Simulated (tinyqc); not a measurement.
Overlap of hydrogenic dopants: pairs, impurity band and the Mott density, step by step. Values are carried at full precision from step to step, so a last printed digit may differ when a step is redone from the rounded ones.

Ry* = Ry m/eps^2, aB = a0 eps/m. For 1s orbitals a distance rho = R/aB apart, in Ry*: overlap S = exp(-rho)(1 + rho + rho^2/3), J = (2/rho)(1 - (1 + rho) exp(-2 rho)) (attraction to the other ion), Kx = 2 (1 + rho) exp(-rho) (exchange of one electron). One electron on a pair has E = -1 - (J +/- Kx)/(1 +/- S), without the repulsion 2/rho of the ions. Hopping after orthogonalisation: t = (Kx - S J)/(1 - S^2), half the splitting. Dopants on a lattice with z neighbours, n = (3 sqrt3/4)/R^3 (bcc), give a band of width B = 2 z t, as on any lattice of two interpenetrating sublattices. Valleys, central cells and disorder are left out.

Constants: Ry = 13.60569312 eV; a0 (Bohr radius) = 0.5291772105 angstrom; hbar = 6.58211957e-16 eV s.

Values chosen for the exercise (an isotropic mass and dielectric constant of the size used for donors in Si; shifted at random, so the results belong to these values and not to a real crystal):

| symbol | value | unit | meaning |
|---|---|---|---|
| m | 0.28 | m0 | mass |
| eps | 11.4 |  | dielectric constant |
| N | 0.02 | 1/aB^3 | dopant density |
| rho | 2.3 | aB | distance of a pair |
| u | 1.25 | Ry* | cost of a second electron on one dopant |
| z | 8 |  | neighbours in the dopant lattice |

## Scales

Form Ry*, aB, and the density N in 1/cm^3 (1/angstrom^3 = 1e24/cm^3).

Ry* = 29.314 meV
aB = 21.545 angstrom
density = 2.000e+18 1/cm^3

## A pair with one electron

Form S, J, Kx, the two levels, t, and the total energy of the lower state with the repulsion, relative to a distant pair (-1).

S, J, Kx: 0.50764  0.84072  0.66171

levels (Ry*): even -1.99654, odd -1.36358

t = 0.31648 Ry*
energy of the pair against a distant one (negative: bound) = -0.12698 Ry*

In this host the pair is 5.0 nm long and its splitting 2t is 18.55 meV.

## The pair with two electrons (two-site Hubbard model)

t is the hopping between the two dopants. Singlet at (u - sqrt(u^2 + 16 t^2))/2 below the triplet at 0; estimate 4 t^2/u; weight of double occupancy (1 - u/sqrt(u^2 + 16 t^2))/2; swap time pi hbar/Jx with Jx the splitting in eV. t and u are in units of Ry*.

singlet-triplet splitting (meV): exact 7.754, 4 t^2/u 9.395

double occupancy = 0.1487
swap time = 0.267 ps

The estimate is 21.2 % too high at 4t/u = 1.01.

## The impurity band at this density

Form R/aB, t, B = 2 z t and N^(1/3) aB. Two estimates of the gap between the Hubbard bands: u - B (rigid bands, closing at B = u) and the Hubbard-III rule, which closes at B = (2/sqrt3) u; give B/u.

R/aB = 4.0197
t = 0.09063 Ry*

B: in Ry* 1.450, in meV 42.506

N^(1/3) aB = 0.2714
B/u = 1.160

Both rules close the gap: a metal (at such spacings hopping beyond nearest neighbours, left out, counts too). Mott's screening rule, N^(1/3) aB = 0.26, puts this density on the metallic side.

## Checks

- Overlap S against numerical integration in elliptic coordinates: both 0.50764.

Program tinyqc; command `OMP_NUM_THREADS=1 python tinyqc.py 1450671 1450672 out.jsonl`; about 0.01 s on one thread of a shared Intel(R) Xeon(R) Processor @ 2.30GHz.
